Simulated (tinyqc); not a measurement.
The liquidus: liquidus of a compound AB in a simple-solution melt, liquid-phase epitaxy and vapour pressures. Computed by tinyqc, a small Python program. Command: `OMP_NUM_THREADS=1 python tinyqc.py 3008385 3008386 out.jsonl liq35 walk`. One thread of a shared host (Intel(R) Xeon(R) Processor @ 2.30GHz), about 0.04 s of CPU time with the checks.

x is the atom fraction of B in the melt. The melt is a simple solution: R T ln gamma_B = W (1 - x)^2, R T ln gamma_A = W x^2, W = a + b T. The solid AB is stoichiometric.

Inputs (values chosen for the exercise, for a model compound): melting point T_F = 956.2 K; entropy of fusion S_F = 70.2 J/(mol K); interaction a = 23.7 kJ/mol; interaction slope b = -24.6 J/(mol K).

Constants: R = 8.314462618 J/(mol K).

Method. Liquidus (Vieland): f(x) = R T ln[4 x (1 - x)] + 2 W (1/2 - x)^2 + S_F (T_F - T) = 0.

Solubility; ideal: W = 0; dilute: (1/4) exp[-(S_F (T_F - T) + W/2)/(R T)]:
```
T (K)           x       ideal      dilute  W (kJ/mol)
478    1.1945e-05  5.3657e-05  1.1944e-05     11.9412
555    1.8833e-04  5.5913e-04  1.8814e-04     10.0470
631    1.4872e-03  3.2328e-03  1.4781e-03      8.1774
708    7.7852e-03  1.3129e-02  7.5982e-03      6.2832
784    2.9907e-02  4.0798e-02  2.7895e-02      4.4136
861    9.7107e-02  1.1050e-01  8.2430e-02      2.5194
918    2.2065e-01  2.2785e-01  1.6352e-01      1.1172
947    3.5800e-01  3.5969e-01  2.2448e-01      0.4038
```

What does the comparison show, and why?

x over the ideal value is 0.22 in the first row and 1.00 in the last, and lies between 0.22 and 1.00: W > 0 lowers the solubility and W < 0 raises it, by about exp(-W/(2 R T)) when dilute. The dilute form is within 5 % in 4 of the eight rows. Near T_F the liquidus closes as a parabola about x = 1/2.

Extremes, crossings and ranges named in words are read from the listed rows.
